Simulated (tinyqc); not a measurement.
# Off-state leakage of single and stacked transistors: effects of single changes

n-channel devices of unit width. Subthreshold current I(Vg, Vs, Vd) = I0 (T/300 K)^0.5 exp[(Vg - Vs - VT(T) - gb (Vs - Vb) + dd (Vd - Vs))/(nf Vt)] (1 - exp(-(Vd - Vs)/Vt)), VT(T) = VT - cT (T - 300 K). Gate-edge tunnelling Ig (Vd/1 V) exp(ag (Vd - 1 V)), for a gate at 0 V, and band-to-band leakage Ab u exp(-Bb/u), u = Vd - Vb + 1 V, flow at a drain held at V; both are taken as independent of T. In a stack of off transistors (all gates at 0 V) the same subthreshold current passes through each.

Values chosen for this exercise; values of the order met in bulk silicon logic transistors: temperature T = 330 K; supply voltage V = 0.8 V; threshold at 300 K, zero drain and body bias VT = 0.46 V; fall of the threshold with temperature cT = 0.8 mV/K; current at threshold at 300 K I0 = 0.35 uA/um; slope factor nf = 1.2; drain-induced lowering per volt dd = 0.06; rise of the threshold per volt of source-body bias gb = 0.18; gate-edge tunnelling current at 1 V Ig = 0.0005 uA/um; exponential slope of the gate current ag = 5.3 1/V; prefactor of band-to-band leakage at the drain Ab = 9 uA/(um V); its exponential voltage Bb = 23 V; body voltage Vb = 0 V.

Constants: q = 1.602176634e-19 C, kB = 1.380649e-23 J/K, Vt = kB T/q. Results are converted to the units shown.

Each table varies one quantity; the others keep the values above.

## Subthreshold current against the height of the stack

All n gates at 0 V, bottom source at 0 V, top drain at V; node voltages follow from equal currents.

Subthreshold current against the height of the stack:
columns A: n; B: I (nA/um); C: reduction factor; D: drain voltage of the bottom device (mV); E: source voltage of the top device (mV); F: voltage across the top device (V)
```
A         B      C      D      E       F
1  0.004234  1.000  800.0      0  0.8000
2  8.759e-4  4.835  43.37  43.37  0.7566
3  4.821e-4  8.783  17.05  59.80  0.7402
4  3.319e-4  12.76  10.72  70.07  0.7299
5  2.529e-4  16.74  7.823  77.55  0.7225
6  2.042e-4  20.73  6.160  83.43  0.7166
```

What does the comparison show?

The second transistor cuts the current by a factor of 4.83, the third by a further 1.82 and the sixth by 1.24. The top device keeps 89.6 % of the supply at n = 6, while the drain voltage of the bottom one falls to 0.217 Vt.

## Leakage components against the supply voltage

Same model as above.

One transistor with Vg = Vs = 0, Vd = V; stack factor I(one)/I(two in series).

Leakage components against the supply voltage:
```
V (V)  subthreshold (nA/um)  gate edge (nA/um)  band-to-band (nA/um)  total (nA/um)  stack factor  largest part
0.5                0.002499            0.01766              0.002959        0.02312         3.313     gate edge
0.6                0.002979            0.03601              0.008230        0.04722         3.738     gate edge
0.7                0.003552            0.07137               0.02037        0.09529         4.240     gate edge
0.8                0.004234             0.1386               0.04573         0.1885         4.835     gate edge
0.9                0.005048             0.2649               0.09457         0.3645         5.537     gate edge
1                  0.006019             0.5000                0.1823         0.6884         6.367     gate edge
1.1                0.007176             0.9344                0.3311          1.273         7.348     gate edge
1.2                0.008555              1.732                0.5706          2.311         8.507     gate edge
1.3                 0.01020              3.187                0.9398          4.137         9.878     gate edge
1.4                 0.01216              5.832                 1.488          7.331         11.50     gate edge
```

As V goes from 0.5 to 1.4, the total leakage rises from 0.0231 to 7.33 nA/um. The gate edge part leads at V = 0.5 and in all other rows. The reduction by a stack of two rises from 3.31 to 11.5, for the subthreshold part alone.

Numbers from tinyqc (`OMP_NUM_THREADS=1 python tinyqc.py 2242182 2242183 out.jsonl`; about 0.03 s on one thread of a shared Intel Xeon 2.30GHz).
